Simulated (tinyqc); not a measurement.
## Illuminated p-n diode, drift-diffusion by the Gummel loop with Scharfetter-Gummel fluxes: current against voltage in the dark

Abrupt junction at x = 0, p side from -Lp, n side to Ln, ohmic contacts. psi is counted from the intrinsic level; n = ni exp((psi - phin)/Vt), p = ni exp((phip - psi)/Vt). Contacts: p side psi = V - Vt ln(Na/ni), p = Na, n = ni^2/Na; n side psi = Vt ln(Nd/ni), n = Nd, p = ni^2/Nd. Constant mobilities, D = mu Vt, Boltzmann statistics, SRH recombination through a mid-gap level, U = (n p - ni^2)/(tp (n + ni) + tn (p + ni)). Current is positive from the p contact to the n contact.

ni = sqrt(Nc Nv) exp(-Eg/(2 Vt)), Eg in volts. Poisson and both continuity equations are solved self-consistently with Scharfetter-Gummel fluxes on a graded mesh of 500 nodes. J_scr is q times the integral of U between -xp and xn. Ideal diffusion current J_id = q ni^2 [Dn coth(wp/Le)/(Le Na) + Dp coth(wn/Lh)/(Lh Nd)] (exp(V/Vt) - 1), Le = sqrt(Dn tn), Lh = sqrt(Dp tp), wp = Lp - xp, wn = Ln - xn, with xp and xn from the depletion approximation (W = sqrt(2 eps0 eps_r (Vbi - V)(1/Na + 1/Nd)/q), xp = W Nd/(Na + Nd), xn = W Na/(Na + Nd), Vbi = Vt ln(Na Nd/ni^2)). Ideality factor = 0.004 V/(Vt ln[J(V + 0.004 V)/J(V)]). Here G = 0.

Parameters, values chosen for the exercise; band and dielectric values close to those of silicon:
- T = 275 K (temperature)
- Eg = 1.11 eV (band gap)
- eps_r = 11.5 (relative permittivity)
- Nc = 2.45e19 cm^-3 (conduction-band density of states at T)
- Nv = 2.3e19 cm^-3 (valence-band density of states at T)
- Na = 1.2e17 cm^-3 (acceptor density of the p side)
- Nd = 1.1e16 cm^-3 (donor density of the n side)
- mun = 970 cm^2/(V s) (electron mobility)
- mup = 350 cm^2/(V s) (hole mobility)
- tn = 1e-10 s (SRH lifetime of electrons)
- tp = 5e-9 s (SRH lifetime of holes)
- Lp = 1.9 um (length of the p side)
- Ln = 3.2 um (length of the n side)
- G = 0 cm^-3 s^-1 (uniform generation rate)

Constants: q = 1.602176634e-19 C, kB = 1.380649e-23 J/K, Vt = kB T/q, eps0 = 8.8541878128e-14 F/cm where lengths are in cm. Results are converted to the units shown.

Result of one run:

| J (A/cm^2) | ideality factor | J_scr/J (%) | J_id (A/cm^2) | share recombining at the contacts (%) | larger minority/doping at -xp and xn |
|---|---|---|---|---|---|
| 0.0219 | 1.64 | 85.4 | 0.00318 | 3.43 | 3.00e-5 |

Which bias of the p contact V gave this result: 0.16, 0.36, 0.49 or 0.69 V?

V = 0.49 V.

The whole series:

| V (V) | J (A/cm^2) | ideality factor | J_scr/J (%) | J_id (A/cm^2) | share recombining at the contacts (%) | larger minority/doping at -xp and xn |
|---|---|---|---|---|---|---|
| 0.16 | 1.11e-5 | 1.80 | 100 | 2.85e-9 | 0.00629 | 2.85e-11 |
| 0.23 | 5.49e-5 | 1.88 | 99.9 | 5.48e-8 | 0.0243 | 5.43e-10 |
| 0.29 | 2.10e-4 | 1.89 | 99.7 | 6.88e-7 | 0.0795 | 6.78e-9 |
| 0.36 | 0.00101 | 1.87 | 98.7 | 1.32e-5 | 0.315 | 1.28e-7 |
| 0.43 | 0.00504 | 1.79 | 95.0 | 2.53e-4 | 1.19 | 2.43e-6 |
| 0.49 | 0.0219 | 1.64 | 85.4 | 0.00318 | 3.43 | 3.00e-5 |
| 0.56 | 0.155 | 1.37 | 60.6 | 0.0609 | 9.18 | 5.57e-4 |
| 0.63 | 1.62 | 1.17 | 28.9 | 1.17 | 16.4 | 0.00989 |
| 0.69 | 14.6 | 1.18 | 11.1 | 14.6 | 20.7 | 0.0962 |

J rises from 1.11e-5 to 14.6 A/cm^2; the ideality factor moves up and down between 1.17 and 1.89. Recombination in the depleted layer carries over half of the current up to V = 0.56 V, where the factor is 1.37; it grows roughly as exp(V/2 Vt), so diffusion overtakes it. Where the factor is lowest (V = 0.63 V), J is 39 % above the ideal diffusion current.

Program tinyqc, `OMP_NUM_THREADS=1 python tinyqc.py 2240032 2240033 out.jsonl`; Intel Xeon 2.30GHz, shared host, one thread, about 0.7 s.
